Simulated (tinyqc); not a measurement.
Full result against the linear law: strain, valley repopulation and piezoresistance in a many-valley conduction band. Computed by tinyqc, a small Python program. Command: `OMP_NUM_THREADS=1 python tinyqc.py 3015243 3015244 out.jsonl valleys walk`. One thread of a shared host (Intel(R) Xeon(R) Processor @ 2.30GHz), about 0.02 s of CPU time with the checks.

Valleys are ellipsoids with mass m_l along the axis a and m_t across it, parabolic, with one constant relaxation time; strain shifts the valleys and leaves the masses alone. Currents are taken along [111], along the load, and along [1-10], across the load.

Inputs (values chosen for the exercise, modelled on germanium): longitudinal mass m_l = 1.64 m_0; transverse mass m_t = 0.0805 m_0; shear deformation potential Xi_u = 16.1 eV; dilation deformation potential Xi_d = -4.4 eV; C11 = 129 GPa; C12 = 48.2 GPa; C44 = 67.5 GPa; electron density n = 3.6e+17 1/cm^3; relaxation time tau = 76 fs; temperature T = 400 K.

Valley axes: <111> (4 valleys). Load: uniaxial [111].

Constants: k_B = 8.617333262e-05 eV/K; m_0 = 9.1093837015e-31 kg; k_B = 1.380649e-23 J/K; hbar = 1.054571817e-34 J s; e = 1.602176634e-19 C.

Method:
- Each of the 4 valleys holds n_v = N_v (2/sqrt(pi)) F_1/2((E_F - dE_v)/(k_B T)), N_v = 2 (m_d k_B T/(2 pi hbar^2))^(3/2), m_d = (m_l m_t^2)^(1/3); E_F solves sum n_v = n and is counted from the unstrained edge.
- F_j(eta) = int_0^infinity x^j/(1 + exp(x - eta)) dx, without a gamma-function factor. It is evaluated after integrating by parts.
- Integrals over x = E/(k_B T) use 160 Gauss-Legendre points in u = sqrt(x) from 0 to sqrt(max(eta, 0) + 32).
- With eta_0 the reduced Fermi level without strain, r = F_-1/2(eta_0)/(2 F_1/2(eta_0)) (1 for a classical gas) and c = r (Xi_u/k_B T) (m_l - m_t)/(2 m_l + m_t): pi44 = -c S44/3, pi11 = pi12 = 0.
- Compliances S11 = (C11 + C12)/((C11 - C12)(C11 + 2 C12)), S12 = -C12/((C11 - C12)(C11 + 2 C12)), S44 = 1/C44; stress sigma_ij = X n_i n_j for the unit vector n of the load; e_xx = S11 sigma_xx + S12 (sigma_yy + sigma_zz), e_xy = S44 sigma_xy/2 (tensor strain).
- Herring-Vogt shift of a valley with unit axis a: dE = Xi_d tr(e) + Xi_u a.e.a.
- Mobility tensor mu = e tau sum_v (n_v/n) [1/m_t + (1/m_l - 1/m_t) a a^T]; unstrained mu_0 = e tau (1/m_l + 2/m_t)/3; resistivity along d from the inverse tensor, rho_d = d.mu^-1.d/(n e), mobility along d = 1/(d.mu^-1.d); gauge pi_d = (rho_d/rho_0 - 1)/X.
- Linear theory: pi_l = (pi11 + 2 pi12 + 2 pi44)/3, pi_t = (pi11 + 2 pi12 - pi44)/3.

pi11 = 0 1e-11/Pa

pi12 = 0 1e-11/Pa

pi44 = -106.193 1e-11/Pa

Resistance changes (%); at 2000 MPa the strain is near or above 1 %, where band warping, left out here, matters:
```
X (MPa)  splitting (meV)  largest share  first direction   linear  second direction   linear
-2000             212.02        0.99344           1150.3   141.59           -31.507  -70.795
-1000             106.01        0.87547            342.5    70.80           -27.903  -35.398
-400               42.40        0.52988             53.0    28.32           -14.761  -14.159
-150               15.90        0.34494             13.3    10.62            -5.549   -5.310
-50                 5.30        0.27967              3.8     3.54            -1.803   -1.770
50                  5.30        0.25917             -3.3    -3.54             1.732    1.770
150                15.90        0.27529             -8.6   -10.62             4.926    5.310
400                42.40        0.30356            -16.6   -28.32            11.040   14.159
1000              106.01        0.32823            -22.5   -70.80            16.989   35.398
2000              212.02        0.33309            -23.6  -141.59            18.238   70.795
```

Along the first direction the linear law holds within 10 % for 2 of the 10 stresses, at -50.0, 50.0 MPa. At the largest compression the full change is +1150.3 % against the linear +141.6 %, at the largest tension -23.6 % against -141.6 %: once the splitting is comparable with k_B T (or E_F) the populations no longer follow it linearly, and the change must saturate when the upper valleys are empty.

Extremes, crossings and ranges named in words are read from the listed rows.
